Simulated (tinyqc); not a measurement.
Doping from the body effect.

Problem. The threshold of a long MOSFET, counted against the source, shifts by gamma (sqrt(2 phiF + Vsb) - sqrt(2 phiF)) with gamma = sqrt(2 eps0 eps_r q N)/Cox. Find 2 phiF, gamma and N from two shifts.

Inputs (values chosen for the exercise):
- eps_r = 9.48 (relative permittivity)

Constants: q = 1.602176634e-19 C, eps0 = 8.8541878128e-14 F/cm where lengths are in cm. Results are converted to the units shown.

|VT - VT(0)| at source-body biases 0.5 and 3.4 V (V): 0.025836625  0.14971143
Cox = 0.40950619 uF/cm^2

Answer. The ratio of the shifts depends on 2 phiF alone and rises steadily with it, so it fixes 2 phiF; either shift then gives gamma, and gamma gives N.

2 phiF = 3.208 V
gamma = 0.1921 V^0.5
N = 2.300e16 cm^-3

Computed by the program tinyqc: `OMP_NUM_THREADS=1 python tinyqc.py 2060140 2060141 out.jsonl`, one thread of a shared Intel Xeon 2.30GHz, about 0.01 s for the whole run.
